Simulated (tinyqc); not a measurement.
# Resistance of a tapered via with liner, size effect and interface, step by step

tinyqc, about 0.03 s, one thread, Intel Xeon 2.30GHz (shared host): `OMP_NUM_THREADS=1 python tinyqc.py 2750191 2750192 out.jsonl` Printed values are rounded.

A round via whose diameter grows from db at the bottom as D(z) = db + 2 z/tan(ang). The fill, of diameter D - 2 tl, starts above the bottom liner (thickness fb tl) and has rho = rho0 (1 + ks lam/(D - 2 tl)); the sidewall liner conducts in parallel with it. The bottom liner and the interface are crossed over the full area pi db^2/4. Spreading in the lines above and below is left out.

Parameters, values chosen for the exercise; fill metal close to molybdenum:
- db = 27 nm (diameter at the bottom)
- hv = 62 nm (height)
- ang = 88 degrees (sidewall angle)
- rho0 = 5.18 uohm cm (bulk resistivity of the fill)
- lam = 11.2 nm (mean free path of the fill)
- ks = 0.7 (size-effect factor)
- tl = 0.1 nm (liner on the sidewall)
- fb = 0.5 (liner at the bottom over that on the sidewall)
- rl = 340 uohm cm (resistivity of the liner)
- ri = 3.9e-12 ohm cm^2 (interface resistivity at the bottom)
- Sb = 1.3e15 S/m^2 (ballistic conductance per area, about 3/(4 rho0 lam))

## Slices of the via

Slices between z0 = fb tl and hv, evaluated at their midpoints: conductance per length pi/4 [(D - 2 tl)^2/rho + (D^2 - (D - 2 tl)^2)/rl], slice resistance = slice height over that. 8 slices.

```
slice,z (nm),D (nm),rho (uohm cm),slice resistance (ohm)
0,3.92188,27.2739,6.68001,0.898277
1,11.6656,27.8147,6.65063,0.859645
2,19.4094,28.3556,6.62239,0.823429
3,27.1531,28.8964,6.59520,0.789435
4,34.8969,29.4373,6.56902,0.757485
5,42.6406,29.9781,6.54379,0.727419
6,50.3844,30.5189,6.51947,0.699094
7,58.1281,31.0598,6.49599,0.672379
```

## Total resistance

R_fill = sum of the slices; R_bottom = rl fb tl/(pi db^2/4); R_interface = ri/(pi db^2/4); ballistic (Sharvin) limit 1/(Sb pi (db - 2 tl)^2/4); ideal cylinder rho0 hv/(pi db^2/4).

parts (ohm): fill 6.22716, bottom liner 0.296915, interface 0.681157
R = 7.20523 ohm
shares (%): fill 86.4255, bottom liner 4.1208, interface 9.4536
ballistic limit = 1.36363 ohm
ideal cylinder = 5.60924 ohm

The fill is the largest part, and R is 1.28 times the ideal cylinder. With 2000 slices R = 7.2059 ohm.
